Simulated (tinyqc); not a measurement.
What moves the results: six-band Luttinger-Kohn model with strain. A value that a table varies takes the place of the one given here.

Six-band Luttinger-Kohn model in the basis |3/2,3/2>, |3/2,1/2>, |3/2,-1/2>, |3/2,-3/2>, |1/2,1/2>, |1/2,-1/2>, electron energies, zero at the top of the unstrained valence band. H = -[rows: (P+Q, -S, R, 0, -S/r2, r2 R); (-S*, P-Q, 0, R, -r2 Q, r32 S); (R*, 0, P-Q, S, r32 S*, r2 Q); (0, R*, S*, P+Q, -r2 R*, -S*/r2); (-S*/r2, -r2 Q, r32 S, -r2 R, P+Dso, 0); (r2 R*, r32 S*, r2 Q, -S/r2, 0, P+Dso)], r2 = sqrt(2), r32 = sqrt(3/2). Levels are twofold.

P = c g1 k^2 - av tr(e); Q = c g2 (kx^2 + ky^2 - 2 kz^2) - (b/2)(exx + eyy - 2 ezz); R = c sqrt3 [-g2 (kx^2 - ky^2) + 2i g3 kx ky] + (sqrt3/2) b (exx - eyy) - i d exy; S = 2 c sqrt3 g3 (kx - i ky) kz - d (exz - i eyz); c = hbar^2/2m0, e the strain tensor (not engineering shear).

s11 = (C11 + C12)/((C11 - C12)(C11 + 2 C12)), s12 = -C12/((C11 - C12)(C11 + 2 C12)), s44 = 1/C44; exx = s11 sxx + s12 (syy + szz) and cyclic, exy = s44 sxy/2; tension is positive. A uniaxial stress X along the unit vector n is s_ij = X n_i n_j.

Constants: hbar^2/2m0 = 3.80998211 eV angstrom^2.

Values chosen for the exercise (near those of GaP; shifted at random, so the results belong to these values and not to a real crystal): Dso = 0.078 eV (spin-orbit splitting); g1 = 4.06 (Luttinger gamma1); g2 = 0.49 (gamma2); g3 = 1.26 (gamma3); av = 1.73 eV (valence hydrostatic potential); b = -1.6 eV (tetragonal shear potential); d = -4.65 eV (trigonal shear potential); C11 = 138 GPa; C12 = 61.6 GPa; C44 = 72.4 GPa; load = uniaxial [110] (kind of stress); X1 = 1.1 GPa (size of the stress); E_h = 20 meV (hole energy below the top); X = -0.92 GPa (stress).

## Sweep of a uniaxial [110] stress

Edges at k = 0 and curvature masses of the top pair along [100] and [001] (step 0.0002 1/angstrom); at zero stress the top is fourfold and has no single curvature.

Edges and masses:

| X (GPa) | top (eV) | second (eV) | third (eV) | splitting (meV) | m [100] | m [001] |
|---|---|---|---|---|---|---|
| -1.50 | 0.0325 | -0.0385 | -0.1017 | 71.0 | 0.223 | 0.313 |
| -1.00 | 0.0196 | -0.0257 | -0.0917 | 45.3 | 0.224 | 0.308 |
| -0.50 | 0.0083 | -0.0129 | -0.0834 | 21.2 | 0.227 | 0.298 |
| 0.00 | 0.0000 | 0.0000 | -0.0780 | 0.0 | - | - |
| 0.50 | 0.0129 | -0.0037 | -0.0773 | 16.6 | 0.265 | 0.215 |
| 1.00 | 0.0259 | -0.0020 | -0.0819 | 27.9 | 0.267 | 0.213 |
| 1.50 | 0.0388 | 0.0039 | -0.0909 | 34.9 | 0.269 | 0.211 |

The splitting reaches 71.0 meV under compression and 34.9 meV under the same tension; linear shear terms alone would make the two equal, and the difference comes from the coupling to the split-off band. At the ends of the sweep the top pair has a mass along [100] of 0.223 under compression and 0.269 under tension, so compression gives the lighter holes along [100]; along [001] it has 0.313 and 0.211. The top edge itself moves by +32 and +39 meV.

## Which stress helps holes along [110]

Each load has size X1 (biaxial: sxx = syy); masses are curvatures of the top pair at k = 0.

Results:

| load | splitting (meV) | top edge (meV) | m [110] | m [001] |
|---|---|---|---|---|
| uniaxial [110], compression | 50.3 | 22.0 | 0.132 | 0.309 |
| uniaxial [110], tension | 29.6 | 28.4 | 0.487 | 0.212 |
| uniaxial [100], compression | 55.7 | 25.3 | 0.224 | 0.309 |
| uniaxial [100], tension | 30.9 | 30.3 | 0.262 | 0.220 |
| uniaxial [111], compression | 48.6 | 20.9 | 0.163 | 0.246 |
| uniaxial [111], tension | 28.8 | 27.7 | 0.357 | 0.246 |
| biaxial (001), compression | 30.9 | 8.5 | 0.220 | 0.325 |
| biaxial (001), tension | 55.7 | 47.2 | 0.309 | 0.175 |

The lightest mass along [110] (0.132) comes with uniaxial [110], compression. The largest splitting (55.7 meV) comes with uniaxial [100], compression; biaxial (001), tension. The heaviest mass along [001] (0.325), which lowers the confinement energy in a (001) channel, comes with biaxial (001), compression. The splitting per GPa follows b (s11 - s12) for loads along cube axes and d s44 for [111]: here 2 |b| (s11 - s12) = 41.9 and |d| s44/sqrt3 = 37.1 meV per GPa in the limit of large Dso; where the splitting nears Dso, mixing with the split-off band makes it depend on the sign of the load.

## Warping of the constant-energy contours (six-band Luttinger-Kohn model)

No strain (e = 0). In the plane kz = 0, |k| where the top and second pairs lie E_h below the top, against the angle from [100]; m = c k^2/E_h.

Contours:

| angle (degrees) | k top (1/angstrom) | k second (1/angstrom) | m top (m0) | m second (m0) |
|---|---|---|---|---|
| 0 | 0.0413 | 0.0326 | 0.325 | 0.203 |
| 9 | 0.0426 | 0.0321 | 0.345 | 0.197 |
| 18 | 0.0460 | 0.0312 | 0.403 | 0.186 |
| 27 | 0.0508 | 0.0304 | 0.492 | 0.177 |
| 36 | 0.0559 | 0.0299 | 0.595 | 0.171 |
| 45 | 0.0584 | 0.0298 | 0.649 | 0.169 |

The heavy contour reaches 1.414 times as far along [110] as along [100], the light one 0.913 times. The warping follows g3 - g2 = 0.77 and would vanish for g2 = g3. Along [100] the heavy mass is 1/(g1 - 2 g2) = 0.325 at any energy, while the light one is 0.2026, against 1/(g1 + 2 g2) = 0.1984 at the edge, for E_h/Dso = 0.26.

## What each parameter does

Edges at k = 0 under a uniaxial [110] stress X and the curvature mass of the top pair along [100] (step 0.0002 1/angstrom). Each row changes one parameter from the base and keeps the others.

Results:

| case | top (eV) | second (eV) | third (eV) | mass (m0) |
|---|---|---|---|---|
| base | 0.0176 | -0.0237 | -0.0902 | 0.224 |
| Dso = 0.094 eV | 0.0168 | -0.0237 | -0.1054 | 0.225 |
| X = -0.736 GPa | 0.0133 | -0.0189 | -0.0870 | 0.225 |
| C12 = 49.28 GPa | 0.0159 | -0.0237 | -0.0904 | 0.225 |
| C11 = 165.6 GPa | 0.0162 | -0.0218 | -0.0889 | 0.226 |
| av = 2.076 eV | 0.0164 | -0.0249 | -0.0914 | 0.224 |
| d = -3.72 eV | 0.0137 | -0.0210 | -0.0890 | 0.224 |
| g3 = 1.512 | 0.0176 | -0.0237 | -0.0902 | 0.224 |

The largest shifts from the base row, up to three for each result and ties (the steps differ in size, so this ranks the rows, not the parameters). top (eV): X -0.0043, d -0.0039, C12 -0.0017; unchanged at the printed digits by g3. second (eV): X +0.0047, d +0.0027, C11 +0.0019; unchanged at the printed digits by Dso, C12 and g3. third (eV): Dso -0.0152, X +0.0032, C11 +0.0013, d +0.0013; unchanged at the printed digits by g3. mass (m0): C11 +0.001, X +0.001, Dso +0.001, C12 +0.001; unchanged at the printed digits by av, d and g3. The Luttinger parameters multiply k^2 and cannot move the edges; av shifts all edges alike and leaves the mass.

Run: tinyqc, `OMP_NUM_THREADS=1 python tinyqc.py 1080013 1080014 out.jsonl`; Intel(R) Xeon(R) Processor @ 2.30GHz, one thread, shared host; about 0.05 s of CPU time with all checks.
